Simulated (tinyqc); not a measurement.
Deep-level transient spectroscopy (DLTS) of one majority-carrier trap: one step, computed by the program tinyqc. Command: `OMP_NUM_THREADS=1 python tinyqc.py 3030538 3030539 out.jsonl dlts walk`. One thread of a shared host (Intel(R) Xeon(R) Processor @ 2.30GHz), about 0.07 s of CPU time with the checks.

A filling pulse loads the traps in a one-sided junction; under reverse bias they empty at the rate e, and the capacitance relaxes as C(t) = C_0 - dC exp(-e t). The signal is S = [C(t_2) - C(t_1)]/dC.

Task: Signal size and trap density. W = sqrt(2 eps eps_0 (V_b + V_r)/(e N)), C_0 = eps eps_0 area/W. The pulse goes to zero bias, W_0 = W(V_r = 0). Traps within lambda = sqrt(2 eps eps_0 (E_t - E_F)/(e^2 N)) of the depletion edge stay filled, with E_F = k_B T_p ln(N_b/N) from the band, N_b = 2 M (2 pi m k_B T_p/h^2)^(3/2) (dopants taken as fully ionised). dC = C_0 (N_t/2N) f, f = [(W - lambda)^2 - max(W_0 - lambda, 0)^2]/W^2. The simple estimate is 2 N dC/C_0.

Inputs (values chosen for the exercise, with mass and screening modelled on InP): density-of-states mass m = 0.603 m_0; valleys M = 1; trap depth E_t = 0.335 eV; temperature T = 154 K; doping N = 3.6e+14 cm^-3; trap density N_t = 3e+13 cm^-3; dielectric constant eps = 12; built-in voltage V_b = 0.53 V; reverse bias V_r = 3.8 V; diode area = 0.0075 cm^2.

Carriers: holes. Extra term: none.

peak temperature T_p = 239.5077 K

Constants: eps_0 = 8.8541878128e-12 F/m; e = 1.602176634e-19 C; k_B = 8.617333262e-05 eV/K; m_0 = 9.1093837015e-31 kg; k_B = 1.380649e-23 J/K; h = 6.62607015e-34 J s.

Give: depletion width W; C_0; lambda; f; transient amplitude dC; simple estimate of N_t.

Result:

depletion width W = 3.994 micrometre

C_0 = 19.95 pF

lambda = 0.6853 micrometre

f = 0.6545

transient amplitude dC = 544.1 fF

simple estimate of N_t = 1.964e+13 cm^-3

The simple estimate finds 65 % of the traps. Caution: N_t is not very small against the doping, so the transient is not exactly a single exponential.
